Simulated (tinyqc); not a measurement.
# Voltage drop against the resistance from a pad node to the supply

A grid of 17 by 17 nodes with segments Rx (rows) and Ry (columns); every node draws I1 and the central node kh I1; pads with resistance Rp sit at the nodes whose row and column are multiples of the pitch, counting from 0. The drops u = Vdd - V follow from G u = i, with G the conductance matrix and i the load currents, solved directly. Here the pitch is 8.

Inputs (values chosen for the exercise):
```
symbol  value  unit                                   meaning
Vdd         1     V                            supply voltage
Rx       0.21   ohm        resistance of a horizontal segment
Ry        1.5   ohm          resistance of a vertical segment
kh          3              factor on the load at the hot node
I1       0.11    mA  load current of a node in the large grid
```

Result of one run:

| Rp (ohm) | pads | worst drop (mV) | mean drop (mV) | largest drop at a pad (mV) | largest pad current (mA) | worst drop over Vdd (%) |
|---|---|---|---|---|---|---|
| 1.8 | 9 | 8.588 | 7.971 | 7.535 | 4.186 | 0.8588 |

What becomes of these results when the resistance from a pad node to the supply Rp is changed from 1.8 to 3.5 ohm, all else the same?

Result of the changed run:

| Rp (ohm) | pads | worst drop (mV) | mean drop (mV) | largest drop at a pad (mV) | largest pad current (mA) | worst drop over Vdd (%) |
|---|---|---|---|---|---|---|
| 3.5 | 9 | 14.69 | 14.05 | 13.74 | 3.925 | 1.469 |

The whole series:

| Rp (ohm) | pads | worst drop (mV) | mean drop (mV) | largest drop at a pad (mV) | largest pad current (mA) | worst drop over Vdd (%) |
|---|---|---|---|---|---|---|
| 0.055 | 9 | 2.100 | 1.582 | 0.3471 | 6.311 | 0.2100 |
| 0.11 | 9 | 2.319 | 1.798 | 0.6606 | 6.006 | 0.2319 |
| 0.22 | 9 | 2.747 | 2.220 | 1.227 | 5.578 | 0.2747 |
| 0.44 | 9 | 3.585 | 3.043 | 2.234 | 5.077 | 0.3585 |
| 0.88 | 9 | 5.234 | 4.655 | 4.040 | 4.591 | 0.5234 |
| 1.8 | 9 | 8.588 | 7.971 | 7.535 | 4.186 | 0.8588 |
| 3.5 | 9 | 14.69 | 14.05 | 13.74 | 3.925 | 1.469 |

The worst drop rises from 2.10 to 14.7 mV and the mean drop rises from 1.58 to 14.0 mV. The worst drop goes as Rp^(0.14) between the first two rows and Rp^(0.81) between the last two. The central node is itself a pad.

Numbers from tinyqc (`OMP_NUM_THREADS=1 python tinyqc.py 2770159 2770160 out.jsonl`; about 0.1 s on one thread of a shared Intel Xeon 2.30GHz).
